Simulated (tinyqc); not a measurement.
From results back to parameters: valley splitting in a one-orbital chain of atomic planes (second-neighbour model). Four cases, with inputs chosen for the exercise.

Problem. For E(phi) = e0 + 2 v cos(phi) + 2 u cos(2 phi) with u, v > 0 and planes a/4 apart, the heights of the band at phi = 0 and phi = pi above its minimum were computed from hidden u and v; c = hbar^2/2m0.

Constants: hbar^2/2m0 = 3.80998211 eV angstrom^2.

Find: u, v; phi0; mass at the minimum.

Method. E - Emin = 4u (cos(phi) + v/(4u))^2. The difference of the two heights is 4v, and for v < 4u the sum of their square roots is 4 sqrt(u). The mass is (2c)/((a/4)^2 (8u - v^2/(2u))).

Case 1.

Values chosen (out of a larger set: near those of the Delta valleys of silicon; abrupt walls in this chain split the valleys several times more than measured wells; not measured data): a = 5.427 angstrom (lattice constant; planes lie a/4 apart).

E(0) - Emin = 3.668750 eV
E(pi) - Emin = 1.320750 eV

Solution.

u, v (eV): 0.587  0.587

phi0 = 1.8235 rad
mass at the minimum = 0.940 m0

Case 2.

Values chosen (out of a larger set: near those of the Delta valleys of silicon; abrupt walls in this chain split the valleys several times more than measured wells; not measured data): a = 5.428 angstrom (lattice constant; planes lie a/4 apart).

E(0) - Emin = 4.256988 eV
E(pi) - Emin = 1.360988 eV

Solution.

u, v (eV): 0.652  0.724

phi0 = 1.8521 rad
mass at the minimum = 0.860 m0

Case 3.

Values chosen (out of a larger set: near those of the Delta valleys of silicon; abrupt walls in this chain split the valleys several times more than measured wells; not measured data): a = 5.42 angstrom (lattice constant; planes lie a/4 apart).

E(0) - Emin = 4.086068 eV
E(pi) - Emin = 1.290068 eV

Solution.

u, v (eV): 0.623  0.699

phi0 = 1.8551 rad
mass at the minimum = 0.904 m0

Case 4.

Values chosen (out of a larger set: near those of the Delta valleys of silicon; abrupt walls in this chain split the valleys several times more than measured wells; not measured data): a = 5.423 angstrom (lattice constant; planes lie a/4 apart).

E(0) - Emin = 3.356258 eV
E(pi) - Emin = 1.532258 eV

Solution.

u, v (eV): 0.589  0.456

phi0 = 1.7656 rad
mass at the minimum = 0.914 m0

Computed by tinyqc, one run a case: `OMP_NUM_THREADS=1 python tinyqc.py N N+1 out.jsonl` with N = 1451565, 1451590, 1451596, 1451646; one thread of a shared Intel(R) Xeon(R) Processor @ 2.30GHz, about 0.02 s a run at most.
